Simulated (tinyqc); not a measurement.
Inside a calculation. Model: double-gate transistor below threshold, two-dimensional Poisson equation on a small mesh.

Numbers from tinyqc (`OMP_NUM_THREADS=1 python tinyqc.py 2480168 2480169 out.jsonl`; about 0.1 s on one thread of a shared Intel Xeon 2.30GHz). Printed values are rounded.

Half of a symmetric double-gate structure: row 0 is the mid-plane of the body, where the normal field vanishes. Mobile charge is neglected (subthreshold), the body is fully depleted, and potentials are counted from the intrinsic level; rows run upward to the gate, columns from source to drain.

Inputs (values chosen for the exercise); semiconductor permittivity made up: temperature T = 300 K; relative permittivity of the semiconductor eps_r = 8.35; relative permittivity of the insulator eox = 22; half the body thickness tb = 6 nm; insulator thickness tox = 5.9 nm; channel length L = 43 nm; acceptor density of the depleted body Na = 0 cm^-3; potential of the source Vbi = 0.5 V; gate offset Vfb = -0.04 V; gate voltage Vg = -0.1 V; drain voltage Vd = 1 V.

Constants: q = 1.602176634e-19 C, kB = 1.380649e-23 J/K, Vt = kB T/q, eps0 = 8.8541878128e-14 F/cm where lengths are in cm. Results are converted to the units shown.

## Coefficients of the five-point equations

Mesh: rows i = 0..3 in the semiconductor (step hs = tb/3, row 3 on the interface), then 2 step(s) ho = tox/2 up to the gate row 5; columns j = 0..6 (step hy = L/6). Box integration, divided by eps0: up_i = eps hy/h of the interval above row i, dn_i = that of the interval below (0 for row 0), lat_i = (sum of eps h/2 over the intervals above and below)/hy, s_i = -q Na w_i hy/eps0 with w_i the semiconductor height of the box (hs/2 for row 0 and the interface row, hs between, 0 in the insulator). Each free node obeys (up + dn + 2 lat) psi = up psi(above) + dn psi(below) + lat [psi(left) + psi(right)] + s.

```
row	up	dn	lat	s (V)
0	29.9208	0	1.16512	0
1	29.9208	29.9208	2.33023	0
2	29.9208	29.9208	2.33023	0
3	53.4463	29.9208	5.69302	0
4	53.4463	53.4463	9.05581	0
```

## Iteration 1: over-relaxation sweep (omega = 1.46)

psi at the start (fixed values on the edges, free nodes at zero) (V):
```
	j=0	j=1	j=2	j=3	j=4	j=5	j=6
row 0	0.50000	0.00000	0.00000	0.00000	0.00000	0.00000	1.50000
row 1	0.50000	0.00000	0.00000	0.00000	0.00000	0.00000	1.50000
row 2	0.50000	0.00000	0.00000	0.00000	0.00000	0.00000	1.50000
row 3	0.50000	0.00000	0.00000	0.00000	0.00000	0.00000	1.50000
row 4	0.22000	0.00000	0.00000	0.00000	0.00000	0.00000	0.72000
row 5	-0.06000	-0.06000	-0.06000	-0.06000	-0.06000	-0.06000	-0.06000
```

Free nodes: rows 0..4, columns 1..5, taken row by row from row 0, left to right. t = (up psi(above) + dn psi(below) + lat [psi(left) + psi(right)] + s)/(up + dn + 2 lat), with the newest neighbours; psi(new) = psi + 1.46 (t - psi).

psi after iteration 1 (V):
```
	j=0	j=1	j=2	j=3	j=4	j=5	j=6
row 0	0.50000	0.02637	0.00139	0.00007	0.00000	0.07912	1.50000
row 1	0.50000	0.04423	0.00328	0.00022	0.00001	0.13270	1.50000
row 2	0.50000	0.05633	0.00519	0.00042	0.00003	0.16899	1.50000
row 3	0.50000	0.06983	0.00852	0.00094	0.00010	0.20950	1.50000
row 4	0.22000	0.02941	-0.02903	-0.03994	-0.04162	0.16507	0.72000
row 5	-0.06000	-0.06000	-0.06000	-0.06000	-0.06000	-0.06000	-0.06000
```

## Iteration 2: over-relaxation sweep (omega = 1.46)

As before.

psi after iteration 2 (V):
```
	j=0	j=1	j=2	j=3	j=4	j=5	j=6
row 0	0.50000	0.07423	0.00772	0.00067	0.00423	0.22269	1.50000
row 1	0.50000	0.09462	0.01224	0.00129	0.00994	0.28387	1.50000
row 2	0.50000	0.11211	0.01760	0.00225	0.01582	0.33635	1.50000
row 3	0.50000	0.08839	-0.01187	-0.03332	-0.01157	0.32521	1.50000
row 4	0.22000	0.02439	-0.03316	-0.04779	-0.01313	0.16438	0.72000
row 5	-0.06000	-0.06000	-0.06000	-0.06000	-0.06000	-0.06000	-0.06000
```

## Course of the iteration: over-relaxation sweep (omega = 1.46)

Stop when the largest change of psi is below 1e-7 V, or after 400 iterations. Fixed values: gate row Vg - Vfb; column 0 at Vbi and the last column at Vbi + Vd in the semiconductor, each running linearly to Vg - Vfb across the insulator.

Course of the iteration:
```
iteration	psi at row 0, j = 3 (V)	largest |change| of one entry (V)
1	7.33676e-5	0.209
2	6.74687e-4	0.167
3	0.00268220	0.140
4	0.00827337	0.127
5	-0.00737153	0.0628
6	-0.00323783	0.0482
7	0.0115780	0.0148
8	0.0217823	0.0102
9	0.0262860	4.50e-3
...	...	...
16	0.0301772	2.70e-5
17	0.0301946	1.74e-5
18	0.0301994	7.36e-6
19	0.0302009	2.70e-6
20	0.0302016	1.46e-6
21	0.0302020	8.10e-7
22	0.0302021	3.25e-7
23	0.0302022	2.73e-7
24	0.0302023	9.62e-8
```

Converged in 24 iterations. The changes do not fall evenly; from iteration 19 to 24 they shrink by a factor of 1.9 a step on average.

## Barrier, swing and barrier lowering

converged psi (V):
```
	j=0	j=1	j=2	j=3	j=4	j=5	j=6
row 0	0.50000	0.16276	0.03448	0.03020	0.15212	0.54578	1.50000
row 1	0.50000	0.15462	0.02965	0.02529	0.14154	0.52396	1.50000
row 2	0.50000	0.12932	0.01542	0.01098	0.11022	0.45590	1.50000
row 3	0.50000	0.08402	-0.00732	-0.01140	0.05972	0.33344	1.50000
row 4	0.22000	0.02408	-0.02935	-0.03194	0.00987	0.16979	0.72000
row 5	-0.06000	-0.06000	-0.06000	-0.06000	-0.06000	-0.06000	-0.06000
```

d psi/dVg on row 0: j=0 0.000000, j=1 0.609178, j=2 0.855381, j=3 0.914903, j=4 0.855381, j=5 0.609178, j=6 0.000000
d psi/dVd on row 0: j=0 0.00000, j=1 0.00390, j=2 0.01349, j=3 0.04255, j=4 0.13113, j=5 0.38692, j=6 1.00000

The barrier is read along row 0, the path farthest from the gate. Take the node j of lowest psi: barrier Vbi - psi_j; swing Vt ln 10/(d psi_j/dVg); DIBL = (d psi_j/dVd)/(d psi_j/dVg). The derivatives solve the same equations with s = 0 and a unit change of that voltage.

j = 3
barrier = 0.469798 V
swing = 65.0631 mV/decade
DIBL = 46.5057 mV/V

A mesh of 12, 8 and 80 steps (semiconductor, insulator, channel) gives a barrier of 0.497 V, a swing of 64.5 mV a decade and a DIBL of 21.7 mV/V; the small mesh puts the barrier 5.5 % below that.
